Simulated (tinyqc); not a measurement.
Threshold-voltage variability of a planar MOSFET, analytic estimates: two steps of the calculation.

Three independent sources add in quadrature: random dopants in the depleted layer, metal-gate grains of two orientations, and roughness of the two gate edges acting through the roll-off VT = VT(long) - Vr exp(-L/l). These are first-order estimates: no three-dimensional electrostatics, no percolation.

Inputs (values chosen for the exercise); material values close to those of silicon: temperature T = 300 K; band gap Eg = 1.11 eV; relative permittivity of the semiconductor eps_r = 11.8; conduction-band density of states at T Nc = 2.8e19 cm^-3; valence-band density of states at T Nv = 2.67e19 cm^-3; channel doping Na = 3.9e17 cm^-3; oxide-equivalent thickness in inversion ti = 1.4 nm; gate length L = 90 nm; gate width W = 280 nm; metal grain size G = 4 nm; work-function difference of the two grain orientations dW = 0.2 eV; share of the orientation of higher work function p = 0.6; rms roughness of one gate edge De = 0.8 nm; correlation length of the roughness La = 10 nm; decay length of the threshold roll-off l = 17 nm; prefactor of the roll-off Vr = 2.2 V.

Constants: q = 1.602176634e-19 C, kB = 1.380649e-23 J/K, Vt = kB T/q, eps0 = 8.8541878128e-14 F/cm where lengths are in cm. Results are converted to the units shown.

Task 1. Random dopants. ni = sqrt(Nc Nv) exp(-Eg/(2 Vt)), Eg in volts; Cox = 3.9 eps0/ti; Wd = sqrt(4 eps0 eps_r Vt ln(Na/ni)/(q Na)); dopants: s1 = (q/Cox) sqrt(Na Wd/(3 L W)). The slope A1 = s1 sqrt(L W); mean number of dopants Na L W Wd.

Give: Cox; Wd; mean number of dopants; A1; s1.

Result 1.

Cox = 2.4665 uF/cm^2
Wd = 54.563 nm
mean number of dopants = 536.25
A1 = 0.54708 mV um
s1 = 3.4462 mV

Counting alone, 1/sqrt(N) of the depletion voltage q Na Wd/Cox = 138 mV, would give sqrt(3) times more: dopants deep in the layer act less on the surface.

Task 2. Metal grains and edge roughness. Grains: Ng = L W/G^2 (at least 1), s2 = dW sqrt(p (1 - p)/Ng). Edges, with exponential correlation and u = W/La: the mean gate length has sL^2 = 2 De^2 (2/u)[1 - (1 - exp(-u))/u]; s3 = sL (Vr/l) exp(-L/l).

Give: Ng; s2; sL; dVT/dL; s3.

Result 2.

Ng = 1575.0
s2 = 2.4689 mV
sL = 0.29692 nm
dVT/dL = 0.64978 mV/nm
s3 = 0.19294 mV

Numbers from tinyqc (`OMP_NUM_THREADS=1 python tinyqc.py 2090020 2090021 out.jsonl`; about 0.01 s on one thread of a shared Intel Xeon 2.30GHz).
